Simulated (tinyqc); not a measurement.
Width of the well: quantum-confined Stark effect in a modulator well.

Envelopes on cells of 0.5 angstrom over the well |z| < L/2 and 45 angstrom of barrier on each side, psi = 0 beyond, psi'/m continuous (mean mass between points), c = hbar^2/2m0. The electron sees + e F z and the hole - e F z, each with its offset in the barriers; 1 kV/cm = 1e-5 eV/angstrom. Light holes, band mixing and escape by tunnelling are left out.

Exciton: in-plane function exp(-rho/lam), 1/mu = 1/me + 1/mp, E(lam) = c/(mu lam^2) - (q/eps) times the integral over k of Fm(k)(1 + (k lam/2)^2)^(-3/2), Fm(k) the double integral of psi_e^2 psi_h^2 exp(-k |z - z'|), q = e^2/(4 pi eps0); binding Eb = -E at the minimum. Line at Eg + E_e + E_h - Eb, strength proportional to overlap^2/lam^2.

Constants: hbar^2/2m0 = 3.80998211 eV angstrom^2; e^2/(4 pi eps0) = 14.39964547 eV angstrom; hc = 1239.841984 eV nm.

Inputs chosen for the exercise (near those of an InGaAs well in InAlAs; shifted at random, so the results belong to these values and not to a real crystal):

| symbol | value | unit | meaning |
|---|---|---|---|
| Vc | 0.512 | eV | conduction offset |
| Vv | 0.188 | eV | heavy-hole offset |
| me | 0.0431 | m0 | electron, well |
| meb | 0.075 | m0 | electron, barrier |
| mh | 0.37 | m0 | heavy hole along z, well |
| mhb | 0.446 | m0 | heavy hole, barrier |
| Eg | 0.771 | eV | gap of the well |
| mp | 0.106 | m0 | heavy hole in the plane |
| eps | 13.8 |  | dielectric constant |
| Ls | (56, 74, 92, 112, 136, 164) | angstrom | widths |
| F_L | 113 | kV/cm | field for this table |

Zero-field line, its shift at F_L and the relative strength.

Results:

| L (angstrom) | line at F = 0 (nm) | Eb (meV) | shift (meV) | relative strength | shift x strength (meV) |
|---|---|---|---|---|---|
| 56 | 1391.1 | 6.24 | -4.87 | 0.891 | 4.34 |
| 74 | 1455.5 | 5.95 | -10.32 | 0.706 | 7.29 |
| 92 | 1496.4 | 5.69 | -18.36 | 0.466 | 8.56 |
| 112 | 1526.1 | 5.44 | -29.88 | 0.243 | 7.27 |
| 136 | 1549.4 | 5.17 | -46.63 | 0.089 | 4.15 |
| 164 | 1566.7 | 4.91 | -69.52 | 0.021 | 1.44 |

The shift grows with exponent 2.69 in L over the first two rows and 2.13 over the last two, against 4 for hard walls at second order; leakage lowers it in narrow wells and saturation in wide ones. The strength falls from 0.89 to 0.02, and the product of the two is largest at 92 angstrom.

Program tinyqc; command `OMP_NUM_THREADS=1 python tinyqc.py 1251966 1251967 out.jsonl`; about 0.2 s on one thread of a shared Intel(R) Xeon(R) Processor @ 2.30GHz.
